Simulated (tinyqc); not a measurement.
# Worked calculation: Zener tunnelling in a reverse-biased junction, two-band WKB

Computed by the program tinyqc: `OMP_NUM_THREADS=1 python tinyqc.py 2620123 2620124 out.jsonl`, one thread of a shared Intel Xeon 2.30GHz, about 0.02 s for the whole run. Printed values are rounded.

Abrupt p-n junction, depletion approximation. Energies E are counted from the conduction-band edge of the neutral n side; its Fermi level lies at dn, that of the p side at dn - V, and the valence-band edge of the neutral p side at Em = dn + dp - V. Tunnelling needs 0 < E < Em. Two-band dispersion with equal masses m: inside the gap kappa = sqrt(m u (1 - u/Eg)/C), u the distance from a band edge, C = hbar^2/(2 m0).

Inputs (values chosen for the exercise); band and dielectric values those of a made-up semiconductor:
- T = 350 K (temperature)
- Eg = 0.661 eV (band gap)
- eps_r = 14.1 (relative permittivity)
- Nc = 2.48e17 cm^-3 (conduction-band density of states at 350 K)
- Nv = 8.14e18 cm^-3 (valence-band density of states at 350 K)
- m = 0.059 m0 (band-edge mass of the two-band model)
- Na = 3.3e19 cm^-3 (acceptor density)
- Nd = 5.3e18 cm^-3 (donor density)
- V = -1.3 V (bias of the p side)
- nE = 13 (points of the energy grid)

Constants: q = 1.602176634e-19 C, kB = 1.380649e-23 J/K, hbar = 1.054571817e-34 J s, h = 6.62607015e-34 J s, m0 = 9.1093837015e-31 kg, Vt = kB T/q, eps0 = 8.8541878128e-14 F/cm where lengths are in cm, hbar^2/(2 m0) = 0.0380998212 eV nm^2. Results are converted to the units shown.

Range of the model: Parabolic densities of states, no band tails and no gap narrowing, all of which matter at such doping.

## Fermi levels and built-in voltage

Nd = Nc F12(dn/Vt), Na = Nv F12(dp/Vt), F12(x) = (2/sqrt(pi)) int_0^infinity sqrt(u)/(1 + exp(u - x)) du; dn = EF - Ec on the n side, dp = Ev - EF on the p side (negative outside the bands); Vbi = Eg + dn + dp.

dn = 0.278096 eV
dp = 0.0832580 eV
Vbi = 1.02235 V

Boltzmann statistics would give dn = 0.0924 eV and dp = 0.0422 eV. At zero bias the bands of the two sides overlap by dn + dp.

## Width, field and exponent

W = sqrt(2 eps0 eps_r (Vbi - V)(1/Na + 1/Nd)/q), mean field F = (Vbi - V)/W, peak field 2 F. In a uniform field F the exponent is S = pi sqrt(m/C) Eg^1.5/(4 F). Transverse energy Et = C kt^2/m raises it to S (1 + 4 Et/Eg), so T = exp(-S) exp(-Et/Eb) with Eb = Eg/(4 S). KJ = (2 q^2/h) m/(4 pi C) (times 1e14 for A/cm^2 per eV^2).

W = 28.1522 nm
mean field = 0.824928 MV/cm
S = 6.36708
exp(-S) = 0.00171716
Eb = 25.9538 meV
tunnelling length Eg/F = 8.01282 nm

## Current density on a coarse grid

J = KJ exp(-S) Eb times the integral from 0 to Em of [f(E - dn) - f(E - dn + V)] [1 - exp(-min(E, Em - E)/Eb)] dE, f(x) = 1/(1 + exp(x/Vt)), with S and Eb from the mean field; J > 0 flows from p to n. KJ = (2 q^2/h) m/(4 pi C) (times 1e14 for A/cm^2 per eV^2). Simpson's rule on nE equally spaced points from 0 to Em.

```
point	E (eV)	difference of the f	transverse factor
0	0.00000	-0.00010	0.00000
1	0.13845	-0.00966	0.99518
2	0.27689	-0.49002	0.99998
3	0.41534	-0.98955	1.00000
4	0.55378	-0.99989	1.00000
5	0.69223	-1.00000	1.00000
6	0.83068	-1.00000	1.00000
7	0.96912	-1.00000	1.00000
8	1.10757	-1.00000	1.00000
9	1.24602	-0.99998	1.00000
10	1.38446	-0.99837	0.99998
11	1.52291	-0.86174	0.99518
12	1.66135	-0.05950	0.00000
```

integral = -1.31078 eV
KJ = 9.54803e8 A/(cm^2 eV^2)
J = -55777.0 A/cm^2

A converged quadrature gives -55070 A/cm^2; this grid is 1.3 % above that in size.
